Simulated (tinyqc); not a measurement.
# Inputs raised by 2 %, one at a time

Model: decay of LO phonons and the hot-phonon bottleneck in the cooling of electrons. Computed by tinyqc, a small Python program. Command: `OMP_NUM_THREADS=1 python tinyqc.py 3001725 3001726 out.jsonl hotphonon sens`. One thread of a shared host (Intel(R) Xeon(R) Processor @ 2.30GHz), about 0.02 s of CPU time with the checks.

n(E, T) = 1/(exp(E/(k_B T)) - 1) is the Bose occupation. Electrons have a temperature T_e; the LO modes within their reach share one occupation N; the decay products stay at the lattice temperature.

Inputs (values chosen for the exercise, modelled on indium phosphide): LO energy hbar omega = 43.7 meV; lifetime at T = 0, tau_0 = 10 ps; share f of the energy in the softer product = 0.18; lattice temperature T = 250 K; electron mass m* = 0.081 m_0; eps_inf = 9.49; static dielectric constant eps_s = 12.5; electron density n = 4.5e+17 1/cm^3; density of LO modes that the electrons reach, N_m = 5.8e+18 1/cm^3; power supplied per electron P = 5.2 nW.

Decay channel: two unequal phonons (Ridley).

Constants: k_B = 8.617333262e-05 eV/K; c = 299792458 m/s; e^2/(4 pi eps_0) = 14.39964548 eV angstrom; hbar^2/(2 m_0) = 3.80998212 eV angstrom^2; hbar = 6.582119569e-16 eV s; e = 1.602176634e-19 C.

Method:
- Decay rate 1/tau = (1/tau_0) [1 + n(f hbar omega) + n((1 - f) hbar omega)].
- Full width Gamma = 1/(2 pi c tau) in 1/cm, c in cm/s.
- Froehlich coupling alpha = (e^2/(4 pi eps_0)) (1/eps_inf - 1/eps_s) k_0/(2 hbar omega), k_0 = sqrt(m* hbar omega/(hbar^2/(2 m_0))); emission time tau_sp = hbar/(2 alpha hbar omega); bottleneck ratio r = (n/N_m) tau/tau_sp.
- Net emission per electron: [(N + 1) x - N]/tau_sp with x = exp(-hbar omega/(k_B T_e)), a simple two-level balance; steady state of the modes: n [(N + 1) x - N]/tau_sp = N_m (N - N_0)/tau; power per electron P = hbar omega [(N + 1) x - N]/tau_sp.
- With p = P tau_sp/(hbar omega): N = N_0 + r p and x = (p + N)/(N + 1); without hot phonons N = N_0. The mode temperature T_LO solves n(hbar omega, T_LO) = N.

Runs:
```
input moved                                                    from         to  mode temperature T_LO (K)  LO occupation N  bottleneck ratio r  T_e without hot phonons (K)
base run                                                          -          -                     355.44          0.31596              3.7475                       285.87
LO energy hbar omega (meV)                                     43.7     44.574                     358.15          0.30877              3.8536                       285.66
lifetime at T = 0, tau_0 (ps)                                    10       10.2                     357.41          0.31925              3.8225                       285.87
electron mass m* (m_0)                                        0.081    0.08262                     355.44          0.31596              3.7848                       285.51
eps_inf                                                        9.49     9.6798                     355.44          0.31596              3.4424                       289.08
electron density n (1/cm^3)                                 4.5e+17   4.59e+17                     357.41          0.31925              3.8225                       285.87
density of LO modes that the electrons reach, N_m (1/cm^3)  5.8e+18  5.916e+18                     353.51          0.31273              3.6741                       285.87
power supplied per electron P (nW)                              5.2      5.304                     357.41          0.31925              3.7475                       286.59
```

Exponents ln(y'/y) / ln(x'/x):
```
input                                              mode temperature T_LO  LO occupation N  bottleneck ratio r  T_e without hot phonons
LO energy hbar omega                                               0.383           -1.162               1.409                   -0.036
lifetime at T = 0, tau_0                                           0.279            0.523               1.000                    0.000
electron mass m*                                                   0.000            0.000               0.500                   -0.063
eps_inf                                                            0.000            0.000              -4.289                    0.565
electron density n                                                 0.279            0.523               1.000                    0.000
density of LO modes that the electrons reach, N_m                 -0.276           -0.518              -1.000                    0.000
power supplied per electron P                                      0.279            0.523               0.000                    0.128
```

To which inputs is each result most sensitive?

Among the inputs moved here: mode temperature T_LO answers most in size to LO energy hbar omega (exponent +0.383), next to lifetime at T = 0, tau_0 (+0.279); its exponent is below 0.0005 for electron mass m*, eps_inf. LO occupation N answers most in size to LO energy hbar omega (exponent -1.162), next to lifetime at T = 0, tau_0 (+0.523); its exponent is below 0.0005 for electron mass m*, eps_inf. Bottleneck ratio r answers most in size to eps_inf (exponent -4.289), next to LO energy hbar omega (+1.409); its exponent is below 0.0005 for power supplied per electron P. Its exponent +0.500 in electron mass m*: alpha goes as sqrt(m*). Its exponent +1.000 in electron density n: r is proportional to n. T_e without hot phonons answers most in size to eps_inf (exponent +0.565), next to power supplied per electron P (+0.128); its exponent is below 0.0005 for lifetime at T = 0, tau_0, electron density n, density of LO modes that the electrons reach, N_m. Its exponent 0.000 in electron density n: without hot phonons each electron cools on its own.
